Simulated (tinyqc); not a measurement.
Exchange-split free-electron bands and tunnelling magnetoresistance, step by step. Values are carried at full precision from step to step, so a last printed digit may differ when a step is redone from the rounded ones.

Majority and minority bands E = c k^2/m -/+ Dx/2, c = hbar^2/2m0, so k_up = sqrt(m (EF + Dx/2)/c), k_dn = sqrt(m (EF - Dx/2)/c); n_s = k_s^3/(6 pi^2), D_s = m k_s/(4 pi^2 c).

Constants: hbar^2/2m0 = 3.80998211 eV angstrom^2.

Values chosen for the exercise: EF = 4.37 eV (Fermi energy above the mean band bottom); Dx = 4.36 eV (exchange splitting); m = 1.08 m0 (mass in the electrodes); mb = 0.45 m0 (mass in the barrier); phi = 1.1 eV (barrier height above EF); d = 12.6 angstrom (barrier thickness).

## The two Fermi spheres

Give k_s, n_s, D_s, the moment per electron (n_up - n_dn)/n and three polarisations: of D, of D v and of D v^2 (v proportional to k).

k_up, k_dn (1/angstrom): 1.3626  0.7879

n_up, n_dn (1/angstrom^3): 0.04272  0.00826

D_up, D_dn (1/(eV angstrom^3)): 0.00978  0.00566

moment per electron = 0.6760 muB

polarisations: D 0.2672, D v 0.4989, D v^2 0.6760

The three numbers differ although they describe one band structure: each probe (density of states, ballistic current, diffusive current) weights the velocity differently.

## Transmissions

Barrier: kappa = sqrt(mb phi/c), c = hbar^2/2m0. With a = k1/m, b = k2/m, w = kappa/mb, the transmission at normal incidence is T(k1, k2) = 4 a b w^2/[w^2 (a + b)^2 + (w^2 + a^2)(w^2 + b^2) sinh^2(kappa d)]. Parallel: G_P = T(up, up) + T(dn, dn); antiparallel: G_AP = 2 T(up, dn); TMR = (G_P - G_AP)/G_AP. Julliere: TMR = 2 P^2/(1 - P^2). Slonczewski factor: P_eff = P_k (w^2 - a_up a_dn)/(w^2 + a_up a_dn), P_k = (k_up - k_dn)/(k_up + k_dn).

Evaluate kappa and the three T.

kappa = 0.3604 1/angstrom
kappa d = 4.542

T: up-up 0.0003719, dn-dn 0.0004502, up-dn 0.0004092

The minority channel transmits more, by a factor 1.21; the common factor exp(-2 kappa d) is 0.000114.

## Magnetoresistance

From the T, and from the Julliere formula with P_k and with P_eff.

TMR from T = 0.46 %
P_k = 0.2672
P_eff = -0.0477
Julliere with P_k = 15.38 %
Julliere with P_eff = 0.46 %

The interface factor is -0.179: it reverses the sign of the tunnelling polarisation. The plain Julliere value lies 14.9 points above the result and the one with P_eff 0.00 points from it. Symmetry filtering in crystalline barriers, which gives far larger values, is outside this model.

## Checks

- TMR of a thick barrier against the Julliere formula with P_eff: both 0.004562.

Program tinyqc; command `OMP_NUM_THREADS=1 python tinyqc.py 1682416 1682417 out.jsonl`; about 0.01 s on one thread of a shared Intel(R) Xeon(R) Processor @ 2.30GHz.
